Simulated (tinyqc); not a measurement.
When U turns negative: defect-molecule model of a vacancy with Jahn-Teller distortion.

Four dangling hybrids a, b, c, d point into the vacancy: H_ii = E0, and -gm between any two. A tetragonal distortion Q pairs a with b and c with d: those two couplings become -gm - I Q and the other four -gm + I Q/2, at an elastic cost k Q^2/2. The a1 level holds two electrons; charge states 2+, + and 0 put n = 0, 1, 2 more into the lowest level of t2 origin. Energy from the 2+ state at Q = 0, with the Fermi level mu counted from Ev: W_n(Q) = n (et - 2 I Q) + k Q^2/2 + Uc n (n - 1)/2 - n mu. et = E0 + gm is the undistorted t2 level.

Values chosen for the exercise (of the size used for the vacancy in silicon; the results hold for these values, not for the real material): E0 = -0.11 eV (level of a dangling hybrid, from Ev); gm = 0.34 eV (coupling between two dangling hybrids); I = 1.1 eV/angstrom (Jahn-Teller coupling); Uc = 0.2 eV (repulsion of two electrons in one orbital).

The force constant is varied. E_JT = 2 I^2/k, E(2+/+) = et - E_JT, E(+/0) = et - 3 E_JT + Uc, U_eff = Uc - 2 E_JT.

Against k:

| k (eV/angstrom^2) | E_JT (eV) | (2+/+) (eV) | (+/0) (eV) | U_eff (eV) | Q of the neutral state (angstrom) |
|---|---|---|---|---|---|
| 8 | 0.3025 | -0.0725 | -0.4775 | -0.4050 | 0.5500 |
| 12 | 0.2017 | 0.0283 | -0.1750 | -0.2033 | 0.3667 |
| 16 | 0.1512 | 0.0788 | -0.0238 | -0.1025 | 0.2750 |
| 24 | 0.1008 | 0.1292 | 0.1275 | -0.0017 | 0.1833 |
| 32 | 0.0756 | 0.1544 | 0.2031 | 0.0488 | 0.1375 |
| 48 | 0.0504 | 0.1796 | 0.2787 | 0.0992 | 0.0917 |
| 64 | 0.0378 | 0.1922 | 0.3166 | 0.1244 | 0.0688 |
| 96 | 0.0252 | 0.2048 | 0.3544 | 0.1496 | 0.0458 |

k at which U_eff = 0 = 24.20 eV/angstrom^2

Levels below 0 lie in the valence band. U_eff is negative for k below 4 I^2/Uc = 24.2: 4 of the 8 rows. The gain grows as n^2, so the second electron wins 3 E_JT where the first wins E_JT. For a stiff lattice the levels tend to et = 0.230 and et + Uc = 0.430 eV. Distortions above about 0.5 angstrom (1 of the rows) are beyond a linear coupling.

(tinyqc, `OMP_NUM_THREADS=1 python tinyqc.py 1450615 1450616 out.jsonl`, Intel(R) Xeon(R) Processor @ 2.30GHz, 1 thread, shared host, about 0.01 s.)
